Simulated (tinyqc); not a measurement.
Hole subbands of a hard-walled well, four-band Luttinger model: one step. Mass of HH1 in the plane. Three cases, with inputs chosen for the exercise.

Question. Second order in k: 1/m = g1 + g2 - sum_n 12 c g3^2 D_1n^2/(LHn - HH1) over even n up to 60, with D_1n = 4n/(L (n^2 - 1)) in size, LHn - HH1 = c [(g1 + 2 g2) n^2 - (g1 - 2 g2)](pi/L)^2 + 2 Zs, c = hbar^2/2m0.

Constants: hbar^2/2m0 = 3.80998211 eV angstrom^2.

Give: LHn - HH1 for n = 2, 4, 6; terms for n = 2, 4, 6; sum of all terms; mass without mixing, 1/(g1 + g2); 1/m with mixing.

Case 1.

Values chosen (near those of GaAs; shifted at random, so the results belong to these values and not to a real crystal): g1 = 7.04 (Luttinger gamma1); g2 = 2.06 (gamma2); g3 = 2.96 (gamma3); L = 70 angstrom (well width along [001]); Zs = 0 eV (shear strain energy).

Answer.

LHn - HH1 for n = 2, 4, 6 (meV): 320.2  1347.9  3060.7
terms for n = 2, 4, 6: 1.8158  0.0690  0.0126
sum of all terms = 1.9046
mass without mixing, 1/(g1 + g2) = 0.1099 m0
1/m with mixing = 7.1954 1/m0

Mixing with the light holes takes m from 0.110 to 0.139 m0.

Case 2.

Values chosen (near those of Ge; shifted at random, so the results belong to these values and not to a real crystal): g1 = 13.4 (Luttinger gamma1); g2 = 4.24 (gamma2); g3 = 5.67 (gamma3); L = 105 angstrom (well width along [001]).

shear strain energy Zs = -0.0219477 eV

Answer.

LHn - HH1 for n = 2, 4, 6 (meV): 237.8  1133.3  2625.9
terms for n = 2, 4, 6: 3.9863  0.1338  0.0239
sum of all terms = 4.1577
mass without mixing, 1/(g1 + g2) = 0.0567 m0
1/m with mixing = 13.4823 1/m0

Mixing with the light holes takes m from 0.057 to 0.074 m0.

Case 3.

Values chosen (near those of GaSb; shifted at random, so the results belong to these values and not to a real crystal): g1 = 13.48 (Luttinger gamma1); g2 = 4.7 (gamma2); g3 = 6.01 (gamma3); L = 140 angstrom (well width along [001]).

shear strain energy Zs = -0.0555839 eV

Answer.

LHn - HH1 for n = 2, 4, 6 (meV): 56.6  583.3  1461.3
terms for n = 2, 4, 6: 10.5880  0.1643  0.0271
sum of all terms = 10.7946
mass without mixing, 1/(g1 + g2) = 0.0550 m0
1/m with mixing = 7.3854 1/m0

Mixing with the light holes takes m from 0.055 to 0.135 m0.

Computed by tinyqc, one run a case: `OMP_NUM_THREADS=1 python tinyqc.py N N+1 out.jsonl` with N = 1252342, 1252411, 1252542; one thread of a shared Intel(R) Xeon(R) Processor @ 2.30GHz, about 0.1 s a run at most.
